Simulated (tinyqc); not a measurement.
AlGaN/GaN HEMT with access regions, lumped model: one step of the calculation.

A polarisation-induced electron sheet under a Schottky gate, in series with two ungated access regions and contacts. Drift law v = mu E/(1 + mu E/vs) under the gate. Currents in mA/mm, resistances in ohm mm. No self-heating, no channel-length modulation; fits for polarisation, barrier and offset are chosen for the exercise.

Task. Polarisation charge, threshold and sheet resistance. sigma = (5e13 x + 1.6e13 x^2) cm^-2, phiB = 0.84 + 1.3 x, dEc = 0.7 (1.71 x + x^2) in volts, Cb = eps0 eps_r/d, VT = phiB - dEc - q sigma/Cb, access density n0 = -Cb VT/q. Rsh = 1/(q mu n0); largest access current q n0 vs.

Values chosen for this exercise; values close to those of AlGaN/GaN structures: aluminium share of the barrier x = 0.27; barrier thickness d = 20 nm; relative permittivity of barrier and channel eps_r = 9.3; channel mobility mu = 1800 cm^2/(V s); saturation velocity vs = 1e7 cm/s.

Constants: q = 1.602176634e-19 C, eps0 = 8.8541878128e-14 F/cm where lengths are in cm. Results are converted to the units shown.

Give: sigma; Cb; VT; n0; Rsh; q n0 vs.

Result.

sigma = 1.467e13 cm^-2
Cb = 0.4117 uF/cm^2
VT = -4.891 V
n0 = 1.257e13 cm^-2
Rsh = 275.9 ohm
q n0 vs = 2014 mA/mm

Numbers from tinyqc (`OMP_NUM_THREADS=1 python tinyqc.py 2570002 2570003 out.jsonl`; about 0.02 s on one thread of a shared Intel Xeon 2.30GHz).
